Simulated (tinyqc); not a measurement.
Haynes-Shockley experiment: drift, diffusion and decay of a minority-carrier pulse: one step, computed by the program tinyqc.

A thin sheet of excess carriers is made at x = 0, t = 0 in a long uniform bar; injection is low, so the pulse moves with the minority mobility.

Problem. The signal at the collector. dn(x, t) = N0/sqrt(4 pi D t) exp(-(x - v t)^2/(4 D t) - t/tau). At fixed x the signal peaks where d ln(dn)/dt = 0: a t^2 + t/2 - x^2/(4 D) = 0 with a = v^2/(4 D) + 1/tau. The full width at half maximum is found by solving dn(x, t) = peak/2 on both sides of the peak.

Inputs (values chosen for the exercise, modelled on holes in n-type germanium in a lightly doped bar):
```
quantity                       value         unit
lifetime tau                     110  microsecond
temperature T                    300            K
distance d to the collector      0.3           cm
injected sheet density N0    1.3e+09       1/cm^2
```

drift velocity v = 41800 cm/s

D = 49.11880 cm^2/s

Give: time of the peak t_p; peak density; width at half maximum.

Solution.

time of the peak t_p = 7.1453 microsecond

peak density = 1.8321e+10 1/cm^3

width at half maximum = 1.4909 microsecond
